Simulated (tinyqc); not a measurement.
Worked calculation: Hueckel theory of the pi electrons with the omega technique, for the molecule C1=CC=CN=CC=C1 (SMILES; centres numbered as the heavy atoms are written). One step of it, computed by the program tinyqc.

Question. Orbitals, round 2. Diagonalise; E = alpha + x beta with beta < 0, so the largest x are filled first; degenerate levels share their electrons. P = sum n_i c_ri c_si; each orbital has its largest coefficient positive (the first on a tie).

matrix after round 1:
```
           1C        2C         3C        4C        5N        6C         7C        8C
1C  -0.209971  1.000000   0.000000  0.000000  0.000000  0.000000   0.000000  1.000000
2C   1.000000  0.253082   1.000000  0.000000  0.000000  0.000000   0.000000  0.000000
3C   0.000000  1.000000  -0.224401  1.000000  0.000000  0.000000   0.000000  0.000000
4C   0.000000  0.000000   1.000000  0.296458  1.000000  0.000000   0.000000  0.000000
5N   0.000000  0.000000   0.000000  1.000000  0.059693  1.000000   0.000000  0.000000
6C   0.000000  0.000000   0.000000  0.000000  1.000000  0.296458   1.000000  0.000000
7C   0.000000  0.000000   0.000000  0.000000  0.000000  1.000000  -0.224401  1.000000
8C   1.000000  0.000000   0.000000  0.000000  0.000000  0.000000   1.000000  0.253082
```

pi electrons, sum of z_r less the charge = 8

Give: x values; occupations; coefficients; charge and bond-order matrix P.

Answer.

x values: 2.0809  1.5219  1.4615  0.2747  -0.1471  -1.3242  -1.4110  -1.9566

occupations: 2.0000  2.0000  2.0000  2.0000  0.0000  0.0000  0.0000  0.0000

coefficients:
```
       MO1      MO2      MO3      MO4      MO5      MO6      MO7      MO8
1C  0.2929   0.4778   0.0000   0.0000   0.4878   0.5271   0.0000   0.4125
2C  0.3355   0.4137   0.3760   0.5026   0.0153  -0.2937  -0.3255  -0.3603
3C  0.3204   0.0472   0.4544   0.0108  -0.4939  -0.0639   0.5417   0.3836
4C  0.4030  -0.3313   0.3900  -0.4972  -0.0535   0.3639  -0.3172  -0.3041
5N  0.3988  -0.4532   0.0000   0.0000   0.5177  -0.5259   0.0000   0.3017
6C  0.4030  -0.3313  -0.3900   0.4972  -0.0535   0.3639   0.3172  -0.3041
7C  0.3204   0.0472  -0.4544  -0.0108  -0.4939  -0.0639  -0.5417   0.3836
8C  0.3355   0.4137  -0.3760  -0.5026   0.0153  -0.2937   0.3255  -0.3603
```

charge and bond-order matrix P:
```
         1C       2C       3C       4C       5N       6C       7C       8C
1C   0.6281   0.5919   0.2327  -0.0805  -0.1994  -0.0805   0.2327   0.5919
2C   0.5919   1.3555   0.6066  -0.2103  -0.1074   0.2028  -0.0986  -0.2206
3C   0.2327   0.6066   0.6229   0.5706   0.2127  -0.1167  -0.2035  -0.0986
4C  -0.0805  -0.2103   0.5706   1.3431   0.6217  -0.2543  -0.1167   0.2028
5N  -0.1994  -0.1074   0.2127   0.6217   0.7288   0.6217   0.2127  -0.1074
6C  -0.0805   0.2028  -0.1167  -0.2543   0.6217   1.3431   0.5706  -0.2103
7C   0.2327  -0.0986  -0.2035  -0.1167   0.2127   0.5706   0.6229   0.6066
8C   0.5919  -0.2206  -0.0986   0.2028  -0.1074  -0.2103   0.6066   1.3555
```
